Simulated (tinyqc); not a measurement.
Capacitance measurement on a leaky thin oxide: effects of series resistance and leakage: one step of the calculation.

The device is a capacitance C in parallel with a leakage conductance G, in series with Rs and Ls. An impedance meter reports either a parallel pair (Cp, Gp) from Y = 1/Z = Gp + i w Cp or a series pair (Cs, Rm) from Z = Rm + 1/(i w Cs); w = 2 pi f, dissipation D = Gp/(w |Cp|).

Task. True capacitance and conductance. EOT = 3.9 tox/eox; CET = EOT + zc + zp; C = 3.9 eps0 A/CET; G = Jg A/Vs.

Inputs (values chosen for the exercise); values of the order met in thin-oxide MOS capacitors:
```
symbol,value,unit,meaning
eox,3.9,,relative permittivity of the gate insulator (close to silicon dioxide)
tox,0.92,nm,insulator thickness
A,10000,um^2,gate area
zc,0.29,nm,oxide-equivalent thickness added by the accumulation layer
zp,0.14,nm,oxide-equivalent thickness added by gate depletion
Jg,0.0012,A/cm^2,"gate leakage current density, not matched to the thickness"
Vs,0.21,V,voltage for an e-fold rise of the leakage
```

Constants: eps0 = 8.8541878128e-14 F/cm where lengths are in cm. Results are converted to the units shown.

Give: EOT; CET; C; G.

Result.

EOT = 0.92000 nm
CET = 1.3500 nm
C = 255.79 pF
G = 0.57143 uS

Program tinyqc, `OMP_NUM_THREADS=1 python tinyqc.py 2022011 2022012 out.jsonl`; Intel Xeon 2.30GHz, shared host, one thread, about 0.01 s.
